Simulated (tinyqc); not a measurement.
Sweep of a uniaxial [111] strain: strain-driven crossing of the Gamma and L valleys in a germanium-like crystal alloyed with tin.

Biaxial loads: e0 is the in-plane strain e_par and the normal is free. (001): e_perp = -2 (C12/C11) e_par; exx = eyy = e_par, ezz = e_perp, no shear. (111): e_perp = -(2 C11 + 4 C12 - 4 C44)/(C11 + 2 C12 + 4 C44) e_par; exx = eyy = ezz = (2 e_par + e_perp)/3 and exy = eyz = ezx = (e_perp - e_par)/3. (110): e_perp = -(C11 + 3 C12 - 2 C44)/(C11 + C12 + 2 C44) e_par; exx = eyy = (e_par + e_perp)/2, ezz = e_par, exy = (e_perp - e_par)/2, eyz = ezx = 0. Uniaxial loads: a stress along n, scaled so that n.e.n = e0, with exx = s11 sxx + s12 (syy + szz), exy = s44 sxy/2, s11 = (C11 + C12)/((C11 - C12)(C11 + 2 C12)), s12 = -C12/((C11 - C12)(C11 + 2 C12)), s44 = 1/C44.

Edges from the unstrained valence top: Gamma at Eg + ac tr(e); an L valley with unit axis u at EgL + aL tr(e) + XuL (u.e.u - tr(e)/3), u along [111], [1-1-1], [-11-1], [-1-11]; valence edges are the levels of the 6 x 6 matrix of X, Y, Z times spin with -Dso/3 + l exx + m (eyy + ezz) on the diagonal (cyclic), n exy off it, l = av + 2 b, m = av - b, n = sqrt(3) d. Spin-orbit term (Dso/3) L.sigma on X, Y, Z with (L_k)_ij = -i epsilon_kij: <X+|H|Y+> = -i Dso/3, <X+|H|Z-> = Dso/3, <Y+|H|Z-> = -i Dso/3, <Z+|H|X-> = -Dso/3, <Z+|H|Y-> = i Dso/3, <X-|H|Y-> = i Dso/3, and their conjugates; + and - are the spin along z.

With tin the unstrained gaps become E(y) = (1 - y) E + y EgS - CS y (1 - y); all other values are kept.
Constants: kB = 8.617333262e-05 eV/K.

Values chosen for the exercise (near those of Ge, gaps at low temperature; the results hold for these values, not for the real material): Eg = 0.882 eV (gap at Gamma to the s-like level); EgL = 0.731 eV (gap to L); Dso = 0.292 eV (spin-orbit splitting); ac = -8.31 eV (conduction deformation potential); av = 1.25 eV (valence hydrostatic potential); b = -2.5 eV (tetragonal shear potential); d = -5.22 eV (trigonal shear potential); aL = -1.64 eV (hydrostatic potential of the L edge, Xd + Xu/3); XuL = 16.25 eV (uniaxial potential, L); y = 0.106 (tin fraction); EgS = (-0.363, 0.121) eV (Gamma and L gaps of the tin end); CS = (2.32, 0.85) eV (bowing of the Gamma and L gaps); C11 = 130.6 GPa; C12 = 47.4 GPa; C44 = 67.4 GPa; load = uniaxial [111] (kind of strain); mG = 0.0388 m0 (mass at Gamma); mL = 0.565 m0 (density-of-states mass of the four L valleys together); T = 77 K (temperature).

The valence splitting is the distance of the top two edges. Share in Gamma = mG^(3/2)/(mG^(3/2) + (mL^(3/2)/4) sum_i exp(-(E_Li - E_Gamma)/kT)).

Results:
```
e0 (%)  direct gap (eV)  indirect gap (eV)  Gamma - L (meV)  valence splitting (meV)  share in Gamma (%)
-1.68             0.564              0.332              232                      135            4.76e-15
-0.64             0.547              0.493               54                       48             0.00213
0.40              0.490              0.547              -57                       26                99.3
1.44              0.385              0.447              -62                       81                99.6
2.48              0.280              0.347              -66                      116                99.8
3.52              0.175              0.246              -71                      137                99.9
4.56              0.070              0.146              -76                      150                 100
5.60             -0.034              0.046              -80                      158                 100
```

What can be read from this table?

Gamma drops below the lowest L valley between e0 = -0.64 and 0.40 %. This load splits the L valleys, and the lowest set changes where e0 changes sign, which bends the column Gamma - L. The direct gap goes from 0.564 to -0.034 eV; of that change -0.118 eV comes from the rise of the valence top through the shear terms and the rest from the volume. The share in Gamma goes from 4.76e-15 to 100 %. Gaps near or below zero lie outside this linear model. Beyond about 3 % terms of second order in the strain, left out here, matter.

tinyqc: `OMP_NUM_THREADS=1 python tinyqc.py 1050122 1050123 out.jsonl`; about 0.01 s, one thread, shared Intel(R) Xeon(R) Processor @ 2.30GHz.
